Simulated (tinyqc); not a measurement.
BCS gap equation with a constant attraction inside the Debye window: one step, computed by the program tinyqc. Command: `OMP_NUM_THREADS=1 python tinyqc.py 3001141 3001142 out.jsonl bcs walk`. One thread of a shared host (Intel(R) Xeon(R) Processor @ 2.30GHz), about 0.01 s of CPU time with the checks.

Pairs attract with strength V for |xi| < k_B Theta; N(0) is the density of states for one spin. Energies are given as temperatures (E/k_B, in K) unless marked.

Problem. A tunnel junction of this metal. Ambegaokar-Baratoff: I_c R_n = (pi Delta/(2e)) tanh(Delta/2T); Josephson energy E_J = hbar I_c/(2e), given as E_J/h; inductance hbar/(2 e I_c); thermal quasiparticle fraction x = n_qp/(2 N(0) Delta) = sqrt(2 pi T/Delta) exp(-Delta/T), valid for T well below Delta.

Inputs (values chosen for the exercise, for a model metal): Debye temperature Theta = 439 K; temperature T = 72.3 K; junction resistance R_n = 0.61 kilo-ohm.

Solver: secant.

Delta(T) = 112.0029 K

Constants: k_B = 8.617333262e-05 eV/K; hbar = 1.054571817e-34 J s; e = 1.602176634e-19 C; h = 6.62607015e-34 J s.

Give: I_c R_n; critical current I_c; E_J/h; Josephson inductance; quasiparticle fraction x.

Solution.

I_c R_n = 9848 microvolt

critical current I_c = 16144 nA

E_J/h = 8019 GHz

Josephson inductance = 0.02039 nH

quasiparticle fraction x = 0.4278

Caution: T is not small against Delta, so the quasiparticle formula is only a rough guide.
